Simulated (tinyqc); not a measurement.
Deep trap from a strong local potential in a two-band host (Koster-Slater model with semi-elliptic bands): one step, computed by the program tinyqc.

The valence band spans -2 W_v to 0 and the conduction band E_g to E_g + 2 W_c. The orbital at the impurity site has weight f_v in the valence band and 1 - f_v in the conduction band, each spread as a semi-ellipse (2/(pi W^2)) sqrt(W^2 - x^2) about the band centre. The impurity adds U to this orbital. Spin is left out.

Problem. Levels of the small matrix. Diagonalise H (2n rows). The trap level, between the highest valence and the lowest conduction e_k, is number n + 1 from below for an attractive impurity and number n for a repulsive one.

Impurity: repulsive, acceptor-like.

H (eV), lower triangle (symmetric):
```
,1,2,3,4
1,0.02265
2,1.22265,-2.37735
3,1.52910,1.52910,11.49235
4,1.52910,1.52910,1.91235,7.39235
```

Give: levels; trap level of the matrix.

Solution.

levels (eV): [-3.00, -0.16, 6.82, 12.88]

trap level of the matrix = -0.1633 eV
